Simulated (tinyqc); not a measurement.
The gap of an alloy series: thresholds of impact ionisation and Auger recombination from band masses.

Parabolic bands, no phonon. At threshold the three slow carriers share one velocity. With M their total mass and m4 the mass of the fast carrier, the fast carrier has the kinetic energy E_T = G M/(M - m4) and the slow ones together E_a = G m4/(M - m4), the activation energy of the Auger rate. CCCH (fast electron): G = Eg, M = 2 me + mh, m4 = me. CHHS (hole into the split-off band): G = Eg - Dso, M = 2 mh + me, m4 = ms; this form holds for Eg > Dso (below, the process needs about Dso - Eg and is marked by a dash). CHHL (hole into the light band): G = Eg, M = 2 mh + me, m4 = ml. CHHH (fast heavy hole): G = Eg, M = 2 mh + me, m4 = mh.

Non-parabolic fast electron: E (1 + alpha E) = c k^2/me with alpha = (1 - me)^2/Eg; the slow carriers stay parabolic, so E_T = Eg + me E_T (1 + alpha E_T)/M, M = 2 me + mh (the root between Eg and 1.9 Eg).

Constants: kB = 8.617333262e-05 eV/K; hc = 1239.841984 eV nm.

Values chosen for the exercise (near those of GaSb, gap at low temperature and not tied to T; not measured data):
- Eg = 0.818 eV (gap at Gamma to the s-like level)
- Dso = 0.75 eV (spin-orbit splitting)
- me = 0.0393 m0 (electron mass at Gamma)
- mh = 0.33 m0 (heavy-hole mass)
- ms = 0.139 m0 (split-off mass)
- ml = 0.0439 m0 (light-hole mass)
- T = 300 K (temperature)

Eg is varied with me and ml proportional to it; mh, ms and Dso are kept. E_a of three processes; wavelength hc/Eg.

Results:

| Eg (eV) | wavelength (micrometre) | me | CCCH (meV) | CCCH non-parabolic (meV) | CHHS (meV) | CHHL (meV) | log10 exp(-E_a/kT), non-parabolic |
|---|---|---|---|---|---|---|---|
| 0.245 | 5.06 | 0.0118 | 8.4 | 17.9 | - | 4.9 | -0.30 |
| 0.409 | 3.03 | 0.0197 | 23.0 | 50.9 | - | 13.6 | -0.86 |
| 0.613 | 2.02 | 0.0295 | 50.2 | 117.4 | - | 30.7 | -1.97 |
| 0.818 | 1.52 | 0.0393 | 87.0 | 215.2 | 16.9 | 54.8 | -3.62 |
| 1.309 | 0.95 | 0.0629 | 209.5 | 601.5 | 133.1 | 140.9 | -10.10 |
| 1.636 | 0.76 | 0.0786 | 314.7 | 1017.7 | 205.4 | 220.7 | -17.10 |

Give the missing row, Eg (eV) = 1.022.

Computed row:
```
Eg (eV)  wavelength (micrometre)      me  CCCH (meV)  CCCH non-parabolic (meV)  CHHS (meV)  CHHL (meV)  log10 exp(-E_a/kT), non-parabolic
1.022                       1.21  0.0491       132.4                     347.2        66.3        85.7                              -5.83
```

E_a of CCCH goes nearly as Eg^2 (power 1.91 over the table), as both G and me grow; the non-parabolic value goes with the power 2.13, and its Boltzmann factor spans 16.8 decades; rows with E_a far above kT are formal, since phonon-assisted processes and side valleys rule there. CHHS is resonant at Eg = Dso = 0.75 eV, with no activation, and is the easiest process near there; it has the lowest E_a of the parabolic values for Eg = 0.818, 1.022, 1.309 and 1.636 eV.

(tinyqc, `OMP_NUM_THREADS=1 python tinyqc.py 1850785 1850786 out.jsonl`, Intel(R) Xeon(R) Processor @ 2.30GHz, 1 thread, shared host, about 0.01 s.)
